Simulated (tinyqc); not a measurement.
Changing the Luttinger gamma_1: shallow acceptor in the spherical model (Baldereschi-Lipari), strong spin-orbit limit. Computed by tinyqc, a small Python program. Command: `OMP_NUM_THREADS=1 python tinyqc.py 3015722 3015723 out.jsonl acceptor sweep`. One thread of a shared host (Intel(R) Xeon(R) Processor @ 2.30GHz), about 0.02 s of CPU time with the checks.

The 1S(3/2) state has an s envelope f(r) and a d envelope g(r). In effective units they obey -(f'' + 2f'/r + 2f/r) + mu (g'' + 5g'/r + 3g/r^2) = E f and -(g'' + 2g'/r - 6g/r^2 + 2g/r) + mu (f'' - f'/r) = E g. The cubic term, the split-off band and the central cell are left out.

Inputs (values chosen for the exercise, for a model semiconductor):
```
quantity,value,unit
Luttinger gamma_2,1.22,-
Luttinger gamma_3,1.31,-
dielectric constant eps,9.89,-
spin-orbit gap Delta_so,561,meV
```

Constants: Ry = 13.605693123 eV; a_0 = 0.529177210903 angstrom.

Method:
- Ry* = Ry/(gamma_1 eps^2), a* = a_0 eps gamma_1, mu = (6 gamma_3 + 4 gamma_2)/(5 gamma_1), delta = (gamma_3 - gamma_2)/gamma_1; spherical masses 1/(gamma_1 (1 - mu)) (heavy) and 1/(gamma_1 (1 + mu)) (light).
- Basis: f_i = exp(-zeta_i r), g_i = r exp(-zeta_i r), weight r^2 dr, s = zeta_i + zeta_j. S_ff = 2/s^3, H_ff = zeta_i zeta_j S_ff - 2/s^2; S_gg = 24/s^5, H_gg = 8/s^3 + 24 zeta_i zeta_j/s^5 - 12/s^4; H(f_i, g_j) = mu (6 zeta_i^2/s^4 + 2 zeta_i/s^3); S_fg = 0. Each function is normalised by sqrt(S_ii).
- Large basis: zeta_i = 0.08 x 1.55^(i-1), i = 1..20 in each channel; overlap eigenvalues below 1e-11 are dropped.
- Binding energies are -E Ry*; the mass that fits is E(1S) eps^2/Ry.

One run for each value:
```
Luttinger gamma_1,1S(3/2) binding energy (meV),d weight of 1S(3/2),mu,Ry* (meV)
2.77,293.93,0.40811,0.91986,50.217
3.98,56.63,0.18438,0.64020,34.950
5.73,29.64,0.08616,0.44468,24.276
8.24,18.48,0.04103,0.30922,16.881
11.80,12.31,0.01986,0.21593,11.788
17.00,8.35,0.00953,0.14988,8.182
24.50,5.73,0.00458,0.10400,5.678
35.20,3.97,0.00222,0.07239,3.952
```

Over the rows, 1S(3/2) binding energy (meV) falls from 294 to 3.97 (exponent d ln y / d ln x -4.5 between the first rows and -1.0 between the last); d weight of 1S(3/2) falls from 0.408 to 0.00222 (exponent d ln y / d ln x -2.2 between the first rows and -2.0 between the last); mu falls from 0.920 to 0.0724 (exponent d ln y / d ln x about -1.0 throughout).

Caution (rows 2.77): the binding exceeds a fifth of the spin-orbit gap Delta_so, so the split-off band, left out, matters. Caution (rows 2.77): the orbit is only a few bond lengths wide, so central-cell terms matter.
